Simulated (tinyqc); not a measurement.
Worked calculation: shallow acceptor in the spherical four-band model. Values are carried at full precision from step to step, so a last printed digit may differ when a step is redone from the rounded ones.

Units Ry* = Ry/(g1 eps^2) and a* = a0 eps g1; mu = (6 g3 + 4 g2)/(5 g1) is the spherical heavy-light coupling and delta = (g3 - g2)/g1 the cubic term, which is left out.

Constants: Ry = 13.60569312 eV; a0 (Bohr radius) = 0.5291772105 angstrom.

Values chosen for the exercise (near those of a shallow acceptor in Si, where the small spin-orbit splitting and strong warping make this model rough; not measured data): g1 = 4.27 (Luttinger gamma1); g2 = 0.34 (gamma2); g3 = 1.45 (gamma3); eps = 11.8 (dielectric constant); al = (0.431, 2.59) 1/a*^2 (exponents a_i, the same for f and g); Dso = 0.043 eV (spin-orbit splitting).

## Units and couplings

Give Ry*, a*, mu, delta and the spherical masses 1/(g1 (1 -/+ mu)).

Ry* = 22.884 meV
a* = 26.66 angstrom
mu = 0.4712
delta = 0.2600

heavy and light mass (m0): 0.4429  0.1592

A hydrogen model with the heavy mass would bind by Ry*/(1 - mu) = 43.3 meV and with the light mass by 15.6 meV. delta/mu = 0.55: the cubic term is not small, so the spherical result is a first estimate.

## Matrices in a small basis

The ground state 1S3/2 has an L = 0 part f(r) and an L = 2 part g(r). In units of Ry* and a*, with Gaussians f_i = exp(-a_i r^2), g_i = r^2 exp(-a_i r^2), A = a_i + a_j and I(n) = Gamma((n + 1)/2)/(2 A^((n + 1)/2)): S_ff = I(2), S_gg = I(6), H_ff = (6 a_i a_j/A) I(2) - 2 I(1), H_gg = (14 a_i a_j/A) I(6) - 2 I(5), H_fg = -mu [15 I(2) - 20 a_j I(4) + 4 a_j^2 I(6)]; each function is then normalised. The split-off band is left out.

Form S and H.

S:
```
,f1,f2,g1,g2
f1,1.0000,0.5850,0,0
f2,0.5850,1.0000,0,0
g1,0,0,1.0000,0.2862
g2,0,0,0.2862,1.0000
```

H (Ry*):
```
,f1,f2,g1,g2
f1,-0.8023,-0.9977,-0.7865,-0.2251
f2,-0.9977,2.6337,-1.3528,-4.7266
g1,-0.7865,-1.3528,1.8995,0.8819
g2,-0.2251,-4.7266,0.8819,15.3906
```

## Ground state in the small basis

Solve H u = E S u for the lowest level of the acceptor; the first half of the basis is L = 0 and the second L = 2. Give E, E without the f-g block, and the L = 2 weight u_g S_gg u_g with u S u = 1.

E = -1.187 Ry*
E without coupling = -0.870 Ry*
L = 2 weight = 0.093

Without the coupling the exact value is -1, which this basis, tuned to the compact coupled state, misses by 0.130. The coupling to L = 2 takes the level to 1.19 times that exact value.

## Converged result

Converged values use 22 exponents 2.2^i, i = -7 to 14, for f and for g.
Ground and next level of the same symmetry, L = 2 weight and mean radius.

1S3/2 and 2S3/2 (Ry*): -1.256  -0.343

binding energies (meV): 28.7  7.8

L = 2 weight = 0.097
<r> = 32.9 angstrom

The small basis reaches 94 % of the binding. The ratio 1S/2S is 3.66 (4 for hydrogen). The binding is 0.67 of Dso, so the split-off band, left out here, would deepen it noticeably.

## Checks

- Level at mu = 0 against -1 Ry*: both -1.0000.
- Ground level from a second, denser basis, Ry*: both -1.256.

Computed by tinyqc, a small Python program: `OMP_NUM_THREADS=1 python tinyqc.py 1251740 1251741 out.jsonl` (the numbers bound the seed that draws the inputs); one thread of a shared host (Intel(R) Xeon(R) Processor @ 2.30GHz), about 0.05 s for the whole set of steps.
